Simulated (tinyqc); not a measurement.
Single-band model of a thermoelectric material: one step, computed by the program tinyqc.

One spherical band, one scattering law, no minority carriers and no phonon drag. In a real material minority carriers limit |S| to about E_g/(2 e T), so larger values are formal. eta = E_F/(k_B T) is counted from the band edge; f = 1/(1 + exp(x - eta)).

Task: Limiting formulas for the Seebeck coefficient. Classical: |S| = (k_B/e)[r + 5/2 - ln(n/N_c)], N_c = (3 sqrt(pi)/4) N_0. Degenerate (Mott): |S| = (pi^2/3)(k_B/e)(r + 3/2)/eta_F, eta_F = (n/N_0)^(2/3).

Inputs (values chosen for the exercise, for a model material): carrier density n = 3e+18 1/cm^3; temperature T = 450 K.

Band: parabolic. Scattering: constant relaxation time, r = 0.

Seebeck coefficient |S| = 451.3722 microvolt/K

N_0 = 3.467949e+19 1/cm^3

Constants: k_B = 8.617333262e-05 eV/K.

Give: Seebeck coefficients.

Result:

Seebeck coefficients:
```
formula        |S| (microvolt/K)  deviation (%)
full integral                451            0.0
classical                    451           -0.1
degenerate                  2174          381.7
```
